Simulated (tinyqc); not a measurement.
# Isotype n-N heterojunction, non-linear Poisson equation by Newton steps, Boltzmann statistics, step by step

Numbers from tinyqc (`OMP_NUM_THREADS=1 python tinyqc.py 2040059 2040060 out.jsonl`; about 0.01 s on one thread of a shared Intel Xeon 2.30GHz). Printed values are rounded; ~0 in a residual or rate marks an entry under 1e-11 of the largest of its column.

One dimension, material 1 (n-type) at x < 0 and material 2 (n-type) at x > 0. Band edges: Ec = -psi in material 1 and -psi + dEc in material 2, Ev = Ec - Eg. Equilibrium, Fermi level at 0. n = Nc F((EFn - Ec)/Vt), p = Nv F((Ev - EFp)/Vt), with F(eta) = exp(eta) (Boltzmann statistics); full ionisation, no interface charge, classical densities; the doping types are chosen for the exercise.

Inputs (values chosen for the exercise); band and dielectric values those of a made-up pair:
- T = 300 K (temperature)
- Eg1 = 1.56 eV (band gap of material 1)
- er1 = 9.01 (relative permittivity of material 1)
- Nc1 = 9.12e17 cm^-3 (conduction-band density of states of material 1)
- Nv1 = 1.81e19 cm^-3 (valence-band density of states of material 1)
- Eg2 = 2.81 eV (band gap of material 2)
- er2 = 8.15 (relative permittivity of material 2)
- Nc2 = 2.16e18 cm^-3 (conduction-band density of states of material 2)
- Nv2 = 1.73e19 cm^-3 (valence-band density of states of material 2)
- dEc = -0.2 eV (conduction-band offset Ec2 - Ec1)
- N1 = 8.7e15 cm^-3 (donor density of material 1)
- N2 = 3.3e16 cm^-3 (donor density of material 2)
- V = 0 V (bias of side 1 against side 2)

Constants: q = 1.602176634e-19 C, kB = 1.380649e-23 J/K, Vt = kB T/q, eps0 = 8.8541878128e-14 F/cm where lengths are in cm. Results are converted to the units shown.

## Offsets and end potentials

dEv = Ev1 - Ev2 = Eg2 - Eg1 - dEc. Neutrality of the majority carriers far from the junction: Nc1 F(psi_L/Vt) = N1 and Nc2 F((V + psi_R - dEc)/Vt) = N2. Total bending psi_R - psi_L.

dEv = 1.45 eV
psi_L = -0.120272 V
psi_R = -0.308096 V
psi_R - psi_L = -0.187825 V

The alignment is staggered (type II): dEc and dEv have opposite signs.

## Permittivity of the intervals

x, node 0 to 11 (nm): -468  -317  -209  -132  -77.3  -38  -10  10  36.4  71.1  117  177

er1 or er2; the interface lies midway in its interval, which gets the series value 2 er1 er2/(er1 + er2).

eps_r, interval 0 to 10: 9.01  9.01  9.01  9.01  9.01  9.01  8.55845  8.15  8.15  8.15  8.15

## Couplings between neighbouring nodes

a_i = eps0 eps_r/h_i for the interval from node i to i + 1, with h_i = x_(i+1) - x_i in cm.

coupling a_i, interval 0 to 10 (F/cm^2): 5.28319e-8  7.38669e-8  1.03605e-7  1.45843e-7  2.02993e-7  2.84915e-7  3.78891e-7  2.73340e-7  2.07959e-7  1.57215e-7  1.20269e-7

## Starting potential

material, node 0 to 11: 1  1  1  1  1  1  1  2  2  2  2  2

psi_L on the nodes of material 1 and psi_R on those of material 2.

psi at the start, node 0 to 11 (V): -0.120272  -0.120272  -0.120272  -0.120272  -0.120272  -0.120272  -0.120272  -0.308096  -0.308096  -0.308096  -0.308096  -0.308096

## Iteration 1: densities, residual and Jacobian diagonal

n_i = Nc F(a_n), a_n = (V - Ec_i)/Vt; p_i = Nv F(a_p), a_p = (Ec_i - Eg)/Vt; rho_i = p_i - n_i + C_i with C = +N1 or +N2; g_i = (n_i + p_i)/Vt. Box widths w_i = (h_(i-1) + h_i)/2 in cm. Residual F_i = a_i (psi_(i+1) - psi_i) - a_(i-1) (psi_i - psi_(i-1)) + q rho_i w_i; Jacobian: a_(i-1) and a_i beside the diagonal, b_i = -a_(i-1) - a_i - q g_i w_i on it. The two end nodes are fixed.

```
node	n (cm^-3)	p (cm^-3)
0	8.7e15	1.17844e-5
1	8.7e15	1.17844e-5
2	8.7e15	1.17844e-5
3	8.7e15	1.17844e-5
4	8.7e15	1.17844e-5
5	8.7e15	1.17844e-5
6	8.7e15	1.17844e-5
7	3.3e16	7.04796e-27
8	3.3e16	7.04796e-27
9	3.3e16	7.04796e-27
10	3.3e16	7.04796e-27
11	3.3e16	7.04796e-27
```

```
node	residual F (C/cm^2)	diagonal b (F/cm^2)
1	~0	-8.24940e-7
2	~0	-6.76216e-7
3	~0	-6.04500e-7
4	~0	-6.02252e-7
5	~0	-6.69343e-7
6	-7.11650e-8	-7.93209e-7
7	7.11650e-8	-1.12671e-6
8	~0	-1.10610e-6
9	~0	-1.18938e-6
10	~0	-1.36040e-6
```

## Iteration 1: Newton step

Solve the tridiagonal system a_(i-1) d_(i-1) + b_i d_i + a_i d_(i+1) = -F_i for nodes 1 to 10, with d = 0 on fixed nodes. If the largest |d| exceeds 4 Vt, the whole step is scaled down so that it equals 4 Vt.

Newton step d, before damping, node 1 to 10 (V): -0.0000515  -0.0005751  -0.0037169  -0.0149974  -0.0418248  -0.0875727  0.0359420  0.0091887  0.0016315  0.0001885
psi after iteration 1, node 0 to 11 (V): -0.120272  -0.120323  -0.120847  -0.123989  -0.135269  -0.162097  -0.207844  -0.272154  -0.298908  -0.306465  -0.307908  -0.308096

## Iteration 2: densities, residual and Jacobian diagonal

As before.

```
node	n (cm^-3)	p (cm^-3)
0	8.7e15	1.17844e-5
1	8.68269e15	1.18079e-5
2	8.50860e15	1.20495e-5
3	7.53491e15	1.36066e-5
4	4.87050e15	2.10501e-5
5	1.72541e15	5.94202e-5
6	2.94011e14	3.48709e-4
7	1.32530e17	1.75495e-27
8	4.70845e16	4.93969e-27
9	3.51498e16	6.61690e-27
10	3.32416e16	6.99675e-27
11	3.3e16	7.04796e-27
```

```
node	residual F (C/cm^2)	diagonal b (F/cm^2)
1	-3.57881e-14	-8.23550e-7
2	-3.16686e-12	-6.65243e-7
3	-9.04814e-11	-5.56952e-7
4	-9.16881e-10	-4.90705e-7
5	-3.82825e-9	-5.23891e-7
6	-8.09994e-9	-6.68179e-7
7	-1.99419e-8	-2.55777e-6
8	-1.15274e-9	-1.37277e-6
9	-4.33403e-11	-1.24307e-6
10	-7.46409e-13	-1.36833e-6
```

## Iteration 2: Newton step

As before.

Newton step d, before damping, node 1 to 10 (V): -0.0000648  -0.0007219  -0.0045585  -0.0162748  -0.0315501  -0.0329813  -0.0130602  -0.0035365  -0.0006358  -0.0000736
psi after iteration 2, node 0 to 11 (V): -0.120272  -0.120388  -0.121569  -0.128547  -0.151544  -0.193647  -0.240826  -0.285215  -0.302444  -0.307101  -0.307981  -0.308096

## Course of the Newton iteration

Stop when the largest undamped |d| is below 1e-9 V, or after 80 iterations.

Course of the iteration:
```
iteration	largest |F| (C/cm^2)	largest |d| (V)	at node
1	7.12e-8	0.0876	6
2	1.99e-8	0.0330	6
3	5.35e-9	5.66e-3	5
4	3.66e-10	3.08e-4	7
5	1.79e-12	1.50e-6	7
6	4.19e-17	3.48e-11	7
```

Converged in 6 iterations. Once the step is below 0.1 Vt, 2 more iteration(s) reach the threshold: near the solution the error is roughly squared each time.

## Band edges, densities and displacement

converged psi, node 0 to 11 (V): -0.120272  -0.120414  -0.121856  -0.130279  -0.156464  -0.199592  -0.246017  -0.289688  -0.303631  -0.307312  -0.308006  -0.308096

Ec, Ev, n and p as defined; D = a_k (psi_(k+1) - psi_k) on the interval that holds the interface.

```
node	Ec (eV)	Ev (eV)	n (cm^-3)	p (cm^-3)
0	0.120272	-1.43973	8.7e15	1.17844e-5
1	0.120414	-1.43959	8.65229e15	1.18494e-5
2	0.121856	-1.43814	8.18298e15	1.25290e-5
3	0.130279	-1.42972	5.90748e15	1.73550e-5
4	0.156464	-1.40354	2.14542e15	4.77876e-5
5	0.199592	-1.36041	4.04570e14	2.53415e-4
6	0.246017	-1.31398	6.71581e13	0.00152661
7	0.089688	-2.72031	6.72619e16	3.45787e-27
8	0.103631	-2.70637	3.92224e16	5.92984e-27
9	0.107312	-2.70269	3.40167e16	6.83731e-27
10	0.108006	-2.70199	3.31158e16	7.02333e-27
11	0.108096	-2.70190	3.3e16	7.04796e-27
```

D = -16.5465 nC/cm^2

## Check against the first integral

Exact first integral: on each side D^2/(2 eps0 er) = G, G = q [Vt (nI_j - nI_b) + Vt (pI_j - pI_b) - C (psi_j - psi_b)], with C = +N1 or +N2, b the neutral end of that side, and nI, pI the densities themselves. D is continuous, so er1 G1(psi_j) = er2 G2(psi_j) fixes psi_j. Ends from Nc1 F(psi_L/Vt) = N1 and Nc2 F((V + psi_R - dEc)/Vt) = N2. D is counted positive when psi rises towards material 2.

psi_j = -0.273813 V
D = -16.8562 nC/cm^2
psi_j - psi_L = -0.153541 V
psi_R - psi_j = -0.0342834 V
Ec1 - EFn at the interface = 0.273813 eV
Ec2 - EFn at the interface = 0.0738130 eV

Material 1 takes 81.7 % of the bending. The 12-node mesh gave D = -16.55 nC/cm^2, 1.8 % below the exact value in size.
